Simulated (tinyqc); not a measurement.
What each parameter does: nanosheet or nanowire with hard walls, valleys of the Si type.

Six ellipsoidal valleys along the cube axes: inverse mass tensor w = 1/mt + (1/ml - 1/mt) a a^T with a the unit axis. Device axes: x along the channel, z = [001], y = z x x.

Hard walls around a W x H rectangle. The block w_c of w in (y, z) confines; the transport mass follows from 1/m_x = w_xx - w_xc w_c^-1 w_cx. The cross-section problem c (w_yy ky^2 + 2 w_yz ky kz + w_zz kz^2), c = hbar^2/2m0, is solved in products sin(n pi y/W) sin(l pi z/H), n, l = 1 to 12; if w_yz = 0 the levels are c pi^2 (w_yy n^2/W^2 + w_zz l^2/H^2). The w_yz term couples (n, l) to (n', l') by -2 c w_yz D_nn'(W) D_ll'(H) with D_nm(L) = 4 n m/(L (n^2 - m^2)) for n + m odd and 0 otherwise.

Without degeneracy the line density is N1 exp((EF - Ec)/kB T) with N1 = sum 2 g sqrt(m_x kB T/(4 pi c)) exp(-E/kB T), here over n, l up to 80 where w_yz = 0 and over all levels of a 12 x 12 sine basis otherwise; the classical value is W H Nc with Nc = 2 g_all (m_dos kB T/(4 pi c))^(3/2), m_dos = (ml mt^2)^(1/3); dVt = kB T ln(W H Nc/N1).

Constants: hbar^2/2m0 = 3.80998211 eV angstrom^2; kB = 8.617333262e-05 eV/K.

Inputs chosen for the exercise (near those of Si; shifted at random, so the results belong to these values and not to a real crystal):
```
symbol   value  unit      meaning
ml       0.934  m0        longitudinal mass
mt       0.186  m0        transverse mass
T        350    K         temperature
g_all    6                number of valleys
channel  110              transport direction x on a (001) wafer
W        50     angstrom  width, along y
H        70     angstrom  height, along z = [001]
```

E1 and E2 are the two lowest subband edges over all groups.

One parameter was then changed.

Results before and after:
```
case     E1 (eV)  E2 - E1 (meV)  m_x of lowest (m0)  dVt (mV)
base      0.0891            0.7               0.186      70.8
changed   0.0817            5.8               0.560      66.7
```

Which of these changes was made? (a) T = 400 K; (b) W = 40 angstrom; (c) H = 78 angstrom; (d) mt = 0.205 m0; (e) ml = 1.027 m0.

Answer: (c) H = 78 angstrom. Of the candidates, run in turn, only this one gives the changed row.

All candidates:
```
case             E1 (eV)  E2 - E1 (meV)  m_x of lowest (m0)  dVt (mV)
base              0.0891            0.7               0.186      70.8
W = 40 angstrom   0.1170           17.6               0.560      96.1
H = 78 angstrom   0.0817            5.8               0.560      66.7
T = 400 K         0.0891            0.7               0.186      71.7
ml = 1.027 m0     0.0883            0.7               0.186      70.3
mt = 0.205 m0     0.0816            0.6               0.205      65.3
```

Computed by tinyqc, a small Python program: `OMP_NUM_THREADS=1 python tinyqc.py 1281736 1281737 out.jsonl` (the numbers bound the seed that draws the inputs); one thread of a shared host (Intel(R) Xeon(R) Processor @ 2.30GHz), about 0.04 s for the whole set of steps.
